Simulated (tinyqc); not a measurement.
## Depletion depth for a wanted scale length

Problem. A single-gate structure has eps_r tan(pi ti/Lambda) + ei tan(pi ts/Lambda) = 0 for its lowest mode, with both thicknesses below Lambda. Find ts.

Inputs (values chosen for the exercise); permittivities: semiconductor close to that of gallium nitride, insulator close to that of hafnium oxide:
- eps_r = 9.44 (relative permittivity of the semiconductor)
- ei = 22 (relative permittivity of the insulator)
- ti = 5.5 nm (insulator thickness)

Lambda = 23.758817 nm

Answer. The condition is explicit in ts: an arctangent, taken between 0 and pi.

ts = 21.00 nm

tinyqc, about 0.01 s, one thread, Intel Xeon 2.30GHz (shared host): `OMP_NUM_THREADS=1 python tinyqc.py 2420121 2420122 out.jsonl`
